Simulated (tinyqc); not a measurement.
What moves the results: exchange-split free-electron bands and tunnelling magnetoresistance. A value that a table varies takes the place of the one given here.

Majority and minority bands E = c k^2/m -/+ Dx/2, c = hbar^2/2m0, so k_up = sqrt(m (EF + Dx/2)/c), k_dn = sqrt(m (EF - Dx/2)/c); n_s = k_s^3/(6 pi^2), D_s = m k_s/(4 pi^2 c).

Barrier: kappa = sqrt(mb phi/c), c = hbar^2/2m0. With a = k1/m, b = k2/m, w = kappa/mb, the transmission at normal incidence is T(k1, k2) = 4 a b w^2/[w^2 (a + b)^2 + (w^2 + a^2)(w^2 + b^2) sinh^2(kappa d)]. Parallel: G_P = T(up, up) + T(dn, dn); antiparallel: G_AP = 2 T(up, dn); TMR = (G_P - G_AP)/G_AP. Julliere: TMR = 2 P^2/(1 - P^2). Slonczewski factor: P_eff = P_k (w^2 - a_up a_dn)/(w^2 + a_up a_dn), P_k = (k_up - k_dn)/(k_up + k_dn).

Constants: hbar^2/2m0 = 3.80998211 eV angstrom^2.

Parameters, chosen for this exercise:
```
symbol  value  unit      meaning
EF      4.48   eV        Fermi energy above the mean band bottom
Dx      7.45   eV        exchange splitting
m       0.9    m0        mass in the electrodes
mb      0.47   m0        mass in the barrier
d       11.5   angstrom  barrier thickness
phi     1.16   eV        barrier height above EF
```

## Barrier height

Results:
```
phi (eV)  w (1/angstrom)    P_eff  TMR (%)       G_P
0.20               0.334  -0.3920    33.11     0.111
0.40               0.473  -0.2829    17.26    0.0315
0.70               0.625  -0.1603     5.36   0.00651
1.0                0.747  -0.0697     1.01   0.00177
1.5                0.915   0.0382     0.30  0.000288
2.0                1.057   0.1134     2.61  6.20e-05
3.0                1.294   0.2114     9.35  4.63e-06
4.0                1.495   0.2723    16.02  5.10e-07
6.0                1.830   0.3442    26.87  1.23e-08
10                 2.363   0.4115    40.78  3.17e-11
```

P_eff vanishes where w^2 = a_up a_dn, at phi = 1.30 eV, inside the table; the lowest TMR listed is 0.30 % at 1.5 eV. TMR is 33.1 % at the lowest barrier and 40.8 % at the highest, against 80.0 % for Julliere with P_k; P_eff tends to +P_k for very high barriers and to -P_k for very low ones. G_P falls by 9.5 decades.

## Barrier thickness

Results:
```
d (angstrom)  kappa d       G_P      G_AP  TMR (%)
1               0.378      1.65      1.24    33.01
2               0.757      1.02     0.844    20.32
3               1.135     0.537     0.484    10.80
4               1.513     0.265     0.252     5.42
6               2.270    0.0604    0.0596     1.38
8               3.026    0.0134    0.0133     0.45
10              3.783   0.00296   0.00295     0.24
13              4.918  0.000306  0.000305     0.19
16              6.053  3.16e-05  3.15e-05     0.19
20              7.566  1.53e-06  1.53e-06     0.18
```

For thick barriers each angstrom costs a factor exp(2 kappa) = 2.13 in both conductances, and TMR settles at 0.18 % (the interface factor, which vanishes at (kappa/mb)^2 = k_up k_dn/m^2, reduces it below the value from the polarisation of k alone); it is within 0.1 point of that from d = 10 angstrom on. At 1 angstrom it is 33.01 %, where the barrier is thin and the mismatch of k_up and k_dn starts to rule, as it does fully for d -> 0.

## Exchange splitting

Dx takes the listed multiples of 2 EF.

Results:
```
Dx/(2 EF)    k_up    k_dn     P_k    P_eff  TMR (%)
0.10       1.0789  0.9759  0.0501  -0.0168     0.06
0.20       1.1269  0.9201  0.1010  -0.0331     0.22
0.35       1.1953  0.8294  0.1807  -0.0556     0.62
0.50       1.2599  0.7274  0.2679  -0.0728     1.07
0.65       1.3214  0.6086  0.3693  -0.0777     1.22
0.80       1.3802  0.4601  0.5000  -0.0475     0.47
0.90       1.4180  0.3253  0.6268   0.0403     0.35
0.97       1.4439  0.1782  0.7803   0.2669    15.37
```

P_k rises from 0.050 to 0.780, and TMR goes from 0.06 % to 15.4 %, not steadily: its largest value is 15.37 % at 0.97 and its smallest 0.06 % at 0.1; P_eff changes sign along the table. At Dx = 2 EF the minority band is empty (a half metal) and G_AP vanishes.

## What moves the magnetoresistance

All results formed anew. Each row changes one parameter from the base and keeps the others.

Results:
```
case                  P_k    P_eff  TMR (%)       G_P
base               0.5345  -0.0304     0.20  0.000951
Dx = 7.823 eV      0.5869   0.0049     0.03  0.000873
EF = 4.928 eV      0.4568  -0.0843     1.44   0.00104
phi = 1.508 eV     0.5345   0.0396     0.32  0.000281
mb = 0.376 m0      0.5345   0.0292     0.22   0.00238
d = 13.5 angstrom  0.5345  -0.0304     0.19  0.000209
m = 1.08 m0        0.5345   0.0183     0.09  0.000951
```

The largest shifts from the base row, up to three for each result and ties (the steps differ in size, so this ranks the rows, not the parameters). P_k: EF -0.0777, Dx +0.0524; unchanged at the printed digits by phi, mb, d and m. P_eff: phi +0.0700, mb +0.0596, EF -0.0539; unchanged at the printed digits by d. TMR (%): EF +1.24, Dx -0.18, m -0.12, phi +0.12. G_P: mb +0.00143, d -0.000741, phi -0.000670; unchanged at the printed digits by m.

(tinyqc, `OMP_NUM_THREADS=1 python tinyqc.py 1651320 1651321 out.jsonl`, Intel(R) Xeon(R) Processor @ 2.30GHz, 1 thread, shared host, about 0.01 s.)
